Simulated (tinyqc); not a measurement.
Short-channel transistor, virtual-source model with series resistance: course of the iteration: current through the series resistance.

The current per gate width is the charge at the top of the source barrier (the virtual source) times its velocity times a saturation function; al and be are fitting constants of the model. Units: I in uA/um, Rs in ohm um, so I Rs = 1e-6 I Rs in volts; Q in uC/cm^2, so I = 1e-4 Q vx0 Fsat with vx0 in cm/s.

Intrinsic voltages Vg' = Vgs - I Rs, Vd' = Vds - 2 I Rs. n = n0 + nd Vd', VT = VT0 - dl Vd', Ff = 1/(1 + exp((Vg' - VT + al Vt/2)/(al Vt))), Q = Cinv n Vt ln(1 + exp((Vg' - VT + al Vt Ff)/(n Vt))), Vdsat = (vx0 L/mu)(1 - Ff) + Vt Ff, Fsat = u/(1 + u^be)^(1/be) with u = Vd'/Vdsat, and I(out) = Q vx0 Fsat per width. (Fsat takes the sign of u.) I(new) = I + 0.3 (I(out) - I).

Stop when I changes by less than 1e-7 uA/um, or after 80 iterations.

Inputs (values chosen for the exercise): temperature T = 350 K; inversion capacitance Cinv = 1.3 uF/cm^2; velocity at the virtual source vx0 = 1.71e7 cm/s; apparent mobility mu = 510 cm^2/(V s); channel length L = 90 nm; threshold at zero drain voltage VT0 = 0.41 V; drain-induced barrier lowering dl = 0.046 V/V; subthreshold factor n0 = 1.49; growth of n with drain voltage nd = 0.1 1/V; threshold shift (in units of Vt) from weak to strong inversion al = 3.5; sharpness of saturation be = 1.4; series resistance of each contact Rs = 90 ohm um; gate voltage Vgs = 0.39 V; drain voltage Vds = 0.7 V.

Constants: q = 1.602176634e-19 C, kB = 1.380649e-23 J/K, Vt = kB T/q. Results are converted to the units shown.

I at the start = 0 uA/um

Course of the iteration:

| iteration | I (uA/um) | \|change\| (uA/um) |
|---|---|---|
| 1 | 37.5397 | 37.5 |
| 2 | 62.5784 | 25.0 |
| 3 | 79.2923 | 16.7 |
| 4 | 90.4551 | 11.2 |
| 5 | 97.9131 | 7.46 |
| 6 | 102.897 | 4.98 |
| 7 | 106.228 | 3.33 |
| 8 | 108.455 | 2.23 |
| 9 | 109.943 | 1.49 |
| ... | ... | ... |
| 43 | 112.946 | 1.69e-6 |
| 44 | 112.946 | 1.13e-6 |
| 45 | 112.946 | 7.56e-7 |
| 46 | 112.946 | 5.05e-7 |
| 47 | 112.946 | 3.38e-7 |
| 48 | 112.946 | 2.26e-7 |
| 49 | 112.946 | 1.51e-7 |
| 50 | 112.946 | 1.01e-7 |
| 51 | 112.946 | 6.75e-8 |

Did this iteration meet its convergence test, and what does its course show?

Yes. Converged in 51 iterations. At the end each change is about 0.67 times the one before: linear convergence.

Numbers from tinyqc (`OMP_NUM_THREADS=1 python tinyqc.py 2380109 2380110 out.jsonl`; about 0.02 s on one thread of a shared Intel Xeon 2.30GHz).
